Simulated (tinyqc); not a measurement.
Junction parameters from two forward currents.

Problem. D(v) = J1 (exp(v/Vt) - 1) + J2 (exp(v/(2 Vt)) - 1). Find J1, J2 and the voltage 2 Vt ln(J2/J1) near which both parts are equal.

Parameters, values chosen for the exercise:

| symbol | value | unit | meaning |
|---|---|---|---|
| T | 358 | K | temperature |

Constants: q = 1.602176634e-19 C, kB = 1.380649e-23 J/K, Vt = kB T/q. Results are converted to the units shown.

junction voltages (V): 0.3  0.62
currents (uA/um): 1.8147610e-6  9.1188145e-4

Solution. The current is linear in J1 and J2, so two points give two equations.

J1 = 1.10e-12 uA/um
J2 = 1.40e-8 uA/um
crossover = 0.583 V

Program tinyqc, `OMP_NUM_THREADS=1 python tinyqc.py 2182009 2182010 out.jsonl`; Intel Xeon 2.30GHz, shared host, one thread, about 0.2 s.
